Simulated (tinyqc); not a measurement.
Four methods from the same start: geometry relaxation of a small cluster. Computed by tinyqc, a small Python program. Command: `OMP_NUM_THREADS=1 python tinyqc.py 3017291 3017292 out.jsonl relax walk`. One thread of a shared host (Intel(R) Xeon(R) Processor @ 2.30GHz), about 0.02 s of CPU time with the checks.

E = sum_i {sum_j A exp(-p (r_ij/r0 - 1)) - xi sqrt(rho_i)}, rho_i = sum_j exp(-2 q (r_ij/r0 - 1)); the force on i is -sum_j w_ij (R_i - R_j)/r_ij with w_ij = -(2p/r0) A exp(-p (r_ij/r0 - 1)) + (xi q/r0) exp(-2 q (r_ij/r0 - 1)) (rho_i^(-1/2) + rho_j^(-1/2)).

Inputs (values chosen for the exercise, for model atoms):

| quantity | value | unit |
|---|---|---|
| length r0 | 2.96 | angstrom |
| repulsion A | 0.088 | eV |
| hopping xi | 1.16 | eV |
| decay p | 11.5 | - |
| decay q | 3.01 | - |
| step factor eta | 0.05 | angstrom^2/eV |
| largest number of steps | 500 | - |

Potential: Gupta. Method: steepest descent.

starting positions (angstrom):
```
            x     y      z
atom 1  -0.16  0.16  -0.04
atom 2   2.64  0.12   0.19
atom 3   1.24   2.1  -0.01
atom 4   1.48  0.91   2.42
```

Method:
- Steepest descent: R(new) = R + eta F.
- No atom moves more than 0.3 angstrom a step (the whole step is scaled). Stop when the largest force component is below 1e-5 eV/angstrom.
- Hessian at the final positions by central differences of the forces; six eigenvalues vanish (translations and rotations). Steepest descent is stable for eta below 2/lambda_max and contracts the softest mode by 1 - eta lambda_min a step.
- Conjugate gradient (Polak-Ribiere): d = F + beta d(old), beta = max(0, F.(F - F(old))/|F(old)|^2), d = F at first; step length from one secant, s = eta (F.d)/(F.d - F(R + eta d).d), replaced by eta if that is not positive; R(new) = R + s d.
- BFGS: R(new) = R + B F with the inverse Hessian B = eta 1 at first; with s = R(new) - R, y = F - F(new), rho = 1/(y.s): B(new) = (1 - rho s y^T) B (1 - rho y s^T) + rho s s^T, skipped if y.s is not positive.
- FIRE with unit mass: if F.v > 0, v = (1 - a) v + a |v| F/|F|, and after more than 5 such steps in a row dt = min(1.1 dt, 5 dt0), a = 0.99 a; else v = 0, a = 0.1, and dt = dt/2 (not at the first step). Then v = v + dt F, R(new) = R + dt v. dt0 = sqrt(eta), a = 0.1 at first.
- In this comparison each method may take up to 1500 steps.

contraction of the softest mode = 0.839024

non-zero eigenvalues (eV/angstrom^2): 3.2195  3.2196  7.6179  7.6181  7.6182  19.9519

condition number = 6.19718

Cost:

| method | steps | force calls | final E (eV) | calls to reach 1e-2 |
|---|---|---|---|---|
| steepest descent | 62 | 63 | -7.5752 | 24 |
| conjugate gradient | 13 | 27 | -7.5752 | 19 |
| BFGS | 17 | 18 | -7.5752 | 11 |
| FIRE | 115 | 116 | -7.5752 | 49 |

What follows from these numbers?

In force calls the order is BFGS (18), conjugate gradient (27), steepest descent (63), FIRE (116). All that converged end at the same energy. Near the minimum steepest descent multiplies the slowest mode by 0.839 in size a step, 13 steps a decade of force, at a condition number of 6.2. On this problem it beats FIRE in force calls.

Extremes, crossings and ranges named in words are read from the listed rows.
